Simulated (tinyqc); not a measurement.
# Lossy package transmission line with skin effect, step by step

Computed by the program tinyqc: `OMP_NUM_THREADS=1 python tinyqc.py 2810164 2810165 out.jsonl`, one thread of a shared Intel Xeon 2.30GHz, about 0.01 s for the whole run. Printed values are rounded.

A uniform line in a homogeneous dielectric: c = sqrt(er)/(c0 Z0), l = Z0 sqrt(er)/c0 (c0 = 299792458 m/s), g = w c td, w = 2 pi f. The resistance joins its limits as r = sqrt(r_dc^2 + r_hf^2), with r_dc = rho/(wd th), r_hf = kr rho/(2 delta (wd + th)), delta = sqrt(rho/(pi f mu0)), mu0 = 4 pi 1e-7 H/m; this is an interpolation, and internal inductance, up to 0.05 nH/mm at low frequency, is neglected.

Parameters, values chosen for the exercise: width of the strip wd = 38 um; thickness of the strip th = 13 um; resistivity rho = 1.8 uohm cm; relative permittivity er = 4.2; loss tangent td = 0.005; lossless impedance sqrt(l/c) Z0 = 75 ohm; factor for crowding and the return path kr = 1.2; length len = 18 mm; source resistance Rg = 100 ohm; load resistance RL = 1e5 ohm; load capacitance CL = 20 fF; frequency f = 1.7 GHz.

## Line constants

delta, r_dc, r_hf, r, l, c and g as defined.

delta = 1.63769 um
r_dc = 0.0364372 ohm/mm
r_hf = 0.129307 ohm/mm
r = 0.134343 ohm/mm
l = 0.512702 nH/mm
c = 91.1471 pF/m
g = 0.00486790 S/m

r is 3.69 times r_dc; the skin depth is 0.126 of the thickness.

## Propagation constant and impedance

gamma = sqrt((r + i w l)(g + i w c)) = alpha + i beta, Zc = sqrt((r + i w l)/(g + i w c)), roots with positive real part; loss 8.685889638 alpha in dB; phase velocity w/beta.

gamma len = 0.01941+1.31440i
Zc = 75.0072-0.7323i ohm
loss = 0.00936436 dB/mm
phase velocity over c0 = 0.487927
r/(w l) = 0.0245313

r is below w l; the low-loss estimate 8.686 (r/(2 Z0) + g Z0/2) gives 0.00936 dB/mm.

## Reflection, input impedance and transfer

ZL = 1/(1/RL + i w CL); reflection (ZL - Zc)/(ZL + Zc); Zin = Zc (ZL + Zc tanh(gamma len))/(Zc + ZL tanh(gamma len)); H = V_load/V_source = [Zin/(Zin + Rg)]/[cosh(gamma len) + (Zc/ZL) sinh(gamma len)].

ZL = 218.64-4670.79i ohm
reflection at the load = 0.997677-0.031967i
Zin = 1.4354-18.3940i ohm
H = 0.130109-0.737520i
|H| = -2.51142 dB
